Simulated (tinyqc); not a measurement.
Junctionless gate-all-around wire, depletion approximation: output curve.

A uniformly doped n-type wire of radius R under a surrounding gate; long channel. Below flat band a shell from radius rc to R is fully depleted and the neutral core, at channel potential V (0 at the source, Vd at the drain), carries the current with constant mobility; s = (rc/R)^2 is the share of the cross-section that conducts. The edge of the depleted shell is taken as abrupt, so there is no subthreshold current.

Cox = eps0 eox/(R ln(1 + tox/R)); A = q Nd R^2/(4 eps0 eps_r); B = q Nd R/(2 Cox); VT = Vfb - A - B. s solves Vfb - Vg + V = A (1 - s + s ln s) + B (1 - s), and s = 0 where the left side exceeds A + B. I = (q mu Nd pi R^2/L)[g(s0) - g(sL)], g = A (s^2/4 - (s^2/2) ln s) + B s^2/2, with s0 at V = 0 and sL at V = Vd.

Inputs (values chosen for the exercise); material values those of a made-up semiconductor:
```
symbol   value        unit                                      meaning
eps_r     11.1               relative permittivity of the semiconductor
eox         22              relative permittivity of the gate insulator
tox        9.4          nm                          insulator thickness
R           10          nm                                  wire radius
Nd      5.8e18       cm^-3                                donor density
Vfb       0.38           V                            flat-band voltage
mu          39  cm^2/(V s)               effective mobility in the wire
L          0.1          um                                  gate length
Vg        0.25           V                                 gate voltage
```

Constants: q = 1.602176634e-19 C, eps0 = 8.8541878128e-14 F/cm where lengths are in cm. Results are converted to the units shown.

Result of one run:

| sL | I (uA) | I/Vd (uS) |
|---|---|---|
| 0 | 0.5464 | 1.607 |

Which drain voltage Vd gave this result: 0.086, 0.213, 0.255, 0.298 or 0.34 V?

Vd = 0.34 V.

The whole series:

| Vd (V) | sL | I (uA) | I/Vd (uS) |
|---|---|---|---|
| 0.044 | 0.3391 | 0.1982 | 4.505 |
| 0.086 | 0.2457 | 0.3374 | 3.923 |
| 0.129 | 0.1652 | 0.4374 | 3.391 |
| 0.171 | 0.09939 | 0.5002 | 2.925 |
| 0.213 | 0.04580 | 0.5344 | 2.509 |
| 0.255 | 0.005872 | 0.5461 | 2.142 |
| 0.298 | 0 | 0.5464 | 1.834 |
| 0.34 | 0 | 0.5464 | 1.607 |

The current rises from 0.198 to 0.546 uA; the conducting share at the drain falls from 0.339 to 0. The core closes at Vd = Vg - VT = 0.264 V, and the current is constant beyond.

tinyqc, about 0.01 s, one thread, Intel Xeon 2.30GHz (shared host): `OMP_NUM_THREADS=1 python tinyqc.py 2460027 2460028 out.jsonl`
